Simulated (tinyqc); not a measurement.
Plane-wave Kohn-Sham cycle with exchange-only LDA in a layered model solid, step by step. Computed by tinyqc, a small Python program that keeps every step. Settings: points = 16, plane-wave index or count = 3, electrons = 2, k points = 4, area = 10.0, mixing = 0.1, iteration cap = 64. Command: `OMP_NUM_THREADS=1 python tinyqc.py 30489 30490 out.jsonl` (the two numbers bound the seeds that draw the settings). One thread of a shared host (Intel(R) Xeon(R) Processor @ 2.60GHz), about 0.03 s of CPU time with the checks. Later iterations appear only in the table of the cycle.

## Iteration 1: potential

A solid whose potential varies along x alone (atomic units):

| parameter | value |
|---|---|
| period a | 4.700000 |
| cross-section of the cell | 10.000000 |
| electrons per cell | 2 |
| grid points | 16 |
| plane waves -n..n, n | 3 |
| k points | 4 |
| V1 in V1 cos(2 pi x/a) | -0.520000 |

density at the start, on the grid x_j = j a/N (e/bohr^3): 0.0425532  0.0425532  0.0425532  0.0425532  0.0425532  0.0425532  0.0425532  0.0425532  0.0425532  0.0425532  0.0425532  0.0425532  0.0425532  0.0425532  0.0425532  0.0425532

V_H(G) = 4 pi rho(G)/G^2 for G != 0 (uniform background); v_x = -(3 rho/pi)^(1/3); V = V_ext + V_H + v_x; Fourier components f(G_m) = (1/N) sum_j f(x_j) exp(-i G_m x_j).

Potentials on the grid (hartree):

| x | V_ext | V_H | v_x | V |
|---|---|---|---|---|
| 0.00000 | -0.52000 | 0.00000 | -0.34380 | -0.86380 |
| 0.29375 | -0.48042 | 0.00000 | -0.34380 | -0.82421 |
| 0.58750 | -0.36770 | 0.00000 | -0.34380 | -0.71149 |
| 0.88125 | -0.19900 | 0.00000 | -0.34380 | -0.54279 |
| 1.17500 | 0 | 0.00000 | -0.34380 | -0.34380 |
| 1.46875 | 0.19900 | 0.00000 | -0.34380 | -0.14480 |
| 1.76250 | 0.36770 | 0.00000 | -0.34380 | 0.02390 |
| 2.05625 | 0.48042 | 0.00000 | -0.34380 | 0.13662 |
| 2.35000 | 0.52000 | 0.00000 | -0.34380 | 0.17620 |
| 2.64375 | 0.48042 | 0.00000 | -0.34380 | 0.13662 |
| 2.93750 | 0.36770 | 0.00000 | -0.34380 | 0.02390 |
| 3.23125 | 0.19900 | 0.00000 | -0.34380 | -0.14480 |
| 3.52500 | 0 | 0.00000 | -0.34380 | -0.34380 |
| 3.81875 | -0.19900 | 0.00000 | -0.34380 | -0.54279 |
| 4.11250 | -0.36770 | 0.00000 | -0.34380 | -0.71149 |
| 4.40625 | -0.48042 | 0.00000 | -0.34380 | -0.82421 |

V(G_m), m = 0, 1, 2, ... (hartree): -0.34380  -0.26000  0.00000  0.00000  0.00000  0.00000  0.00000

## Iteration 1: Hamiltonian at one k

k = 0.12500 2 pi / a

H(m,m') = (k + G_m)^2/2 delta + V(G_m - G_m'), with V(-G) = V(G).

H (hartree):
```
          -3        -2        -1        +0        +1        +2        +3
-3   7.04221  -0.26000   0.00000   0.00000   0.00000   0.00000   0.00000
-2  -0.26000   2.79770  -0.26000   0.00000   0.00000   0.00000   0.00000
-1   0.00000  -0.26000   0.34035  -0.26000   0.00000   0.00000   0.00000
+0   0.00000   0.00000  -0.26000  -0.32983  -0.26000   0.00000   0.00000
+1   0.00000   0.00000   0.00000  -0.26000   0.78714  -0.26000   0.00000
+2   0.00000   0.00000   0.00000   0.00000  -0.26000   3.69128  -0.26000
+3   0.00000   0.00000   0.00000   0.00000   0.00000  -0.26000   8.38258
```

## Iteration 1: levels at that k

Diagonalise the Hermitian matrix.

eigenvalues (hartree): -0.46993  0.38764  0.82910  2.80935  3.70019  7.05812  8.39698

## Iteration 1: new density

Motion across x is left out: the lowest 1 band(s) hold two electrons at each of the k points (j + 1/2)/nk - 1/2. Residual R = rho(out) - rho(in); rho(new) = rho(in) + 0.1 R. rho(out) = 2/(a A nk) sum |psi|^2 with psi = sum c exp(i G x). Harris energy E = band energy - dV sum rho (V_H/2 + v_x) + (3/4) dV sum rho v_x with rho(in), dV = a A/N, band energy = (2/nk) sum of the filled levels.

rho(out) (e/bohr^3): 0.0977654  0.0910140  0.0736911  0.0524583  0.0334626  0.0197130  0.0113034  0.0070275  0.0057460  0.0070275  0.0113034  0.0197130  0.0334626  0.0524583  0.0736911  0.0910140

density after iteration 1 (e/bohr^3): 0.0480744  0.0473993  0.0456670  0.0435437  0.0416441  0.0402692  0.0394282  0.0390006  0.0388725  0.0390006  0.0394282  0.0402692  0.0416441  0.0435437  0.0456670  0.0473993

energy per cell = -0.7227437 hartree

## Iteration 2: potential

As before.

Potentials on the grid (hartree):

| x | V_ext | V_H | v_x | V |
|---|---|---|---|---|
| 0.00000 | -0.52000 | 0.03337 | -0.35806 | -0.84470 |
| 0.29375 | -0.48042 | 0.03044 | -0.35638 | -0.80636 |
| 0.58750 | -0.36770 | 0.02235 | -0.35199 | -0.69733 |
| 0.88125 | -0.19900 | 0.01092 | -0.34644 | -0.53452 |
| 1.17500 | 0 | -0.00161 | -0.34133 | -0.34294 |
| 1.46875 | 0.19900 | -0.01319 | -0.33753 | -0.15173 |
| 1.76250 | 0.36770 | -0.02236 | -0.33517 | 0.01017 |
| 2.05625 | 0.48042 | -0.02816 | -0.33395 | 0.11830 |
| 2.35000 | 0.52000 | -0.03015 | -0.33358 | 0.15627 |
| 2.64375 | 0.48042 | -0.02816 | -0.33395 | 0.11830 |
| 2.93750 | 0.36770 | -0.02236 | -0.33517 | 0.01017 |
| 3.23125 | 0.19900 | -0.01319 | -0.33753 | -0.15173 |
| 3.52500 | 0 | -0.00161 | -0.34133 | -0.34294 |
| 3.81875 | -0.19900 | 0.01092 | -0.34644 | -0.53452 |
| 4.11250 | -0.36770 | 0.02235 | -0.35199 | -0.69733 |
| 4.40625 | -0.48042 | 0.03044 | -0.35638 | -0.80636 |

V(G_m), m = 0, 1, 2, ... (hartree): -0.34358  -0.25019  -0.00032  -0.00005  0.00000  0.00000  0.00000

## Iteration 2: Hamiltonian at one k

k = 0.12500 2 pi / a

As before.

H (hartree):
```
          -3        -2        -1        +0        +1        +2        +3
-3   7.04243  -0.25019  -0.00032  -0.00005   0.00000   0.00000   0.00000
-2  -0.25019   2.79792  -0.25019  -0.00032  -0.00005   0.00000   0.00000
-1  -0.00032  -0.25019   0.34057  -0.25019  -0.00032  -0.00005   0.00000
+0  -0.00005  -0.00032  -0.25019  -0.32961  -0.25019  -0.00032  -0.00005
+1   0.00000  -0.00005  -0.00032  -0.25019   0.78736  -0.25019  -0.00032
+2   0.00000   0.00000  -0.00005  -0.00032  -0.25019   3.69150  -0.25019
+3   0.00000   0.00000   0.00000  -0.00005  -0.00032  -0.25019   8.38280
```

## Iteration 2: levels at that k

As before.

eigenvalues (hartree): -0.46052  0.38586  0.82590  2.80870  3.69974  7.05716  8.39613

## Iteration 2: new density

As before.

rho(out) (e/bohr^3): 0.0965754  0.0900406  0.0732307  0.0525211  0.0338529  0.0202092  0.0117739  0.0074418  0.0061354  0.0074418  0.0117739  0.0202092  0.0338529  0.0525211  0.0732307  0.0900406

density after iteration 2 (e/bohr^3): 0.0529245  0.0516634  0.0484234  0.0444414  0.0408650  0.0382632  0.0366628  0.0358447  0.0355988  0.0358447  0.0366628  0.0382632  0.0408650  0.0444414  0.0484234  0.0516634

energy per cell = -0.7033043 hartree

## Convergence

Stop when sqrt(dV sum R^2) is below 1e-8, dV = a A/N.

Course of the cycle:

| iteration | E (hartree) | norm of the residual |
|---|---|---|
| 1 | -0.7227437 | 2.23e-01 |
| 2 | -0.7033043 | 1.97e-01 |
| 3 | -0.6880116 | 1.74e-01 |
| 4 | -0.6760770 | 1.53e-01 |
| 5 | -0.6668181 | 1.35e-01 |
| 6 | -0.6596676 | 1.18e-01 |
| 7 | -0.6541649 | 1.04e-01 |
| 8 | -0.6499424 | 9.15e-02 |
| 9 | -0.6467093 | 8.04e-02 |
| 10 | -0.6442383 | 7.06e-02 |
| 11 | -0.6423522 | 6.20e-02 |
| ... | ... | ... |
| 54 | -0.6363252 | 2.87e-04 |
| 55 | -0.6363252 | 2.55e-04 |
| 56 | -0.6363252 | 2.27e-04 |
| 57 | -0.6363252 | 2.03e-04 |
| 58 | -0.6363252 | 1.81e-04 |
| 59 | -0.6363252 | 1.61e-04 |
| 60 | -0.6363252 | 1.44e-04 |
| 61 | -0.6363252 | 1.28e-04 |
| 62 | -0.6363252 | 1.15e-04 |
| 63 | -0.6363252 | 1.02e-04 |
| 64 | -0.6363252 | 9.16e-05 |

Not converged within 64 iterations: the residual falls steadily but slowly, by a factor of about 0.89 a step. Reruns (cap 100 unless said): mixing 0.5, Kerker q0 1.0: converged in 37 (E = -0.63633); mixing 0.3, Pulay depth 5: converged in 10 (E = -0.63633); the original settings with a cap of 400: converged in 153 (E = -0.63633).
